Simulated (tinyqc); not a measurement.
Worked calculation: Luttinger-Kohn k.p, four valence bands. One step of it, computed by the program tinyqc.

Problem. Hole masses. E = c [g1 k^2 -/+ 2 sqrt(g2^2 k^4 + 3 (g3^2 - g2^2)(kx^2 ky^2 + ky^2 kz^2 + kz^2 kx^2))] with c = hbar^2/2m, and m* = hbar^2 k^2 / (2 E).

Luttinger parameters chosen for this model; energies are counted downward from the top of the valence band:
```
parameter     value  unit
g1         3.790000
g2         0.620000
g3         0.990000
```

Give: Masses.

Solution.

Masses (electron masses):
```
direction  heavy  light
[100]      0.392  0.199
[110]      0.508  0.178
[111]      0.552  0.173
```
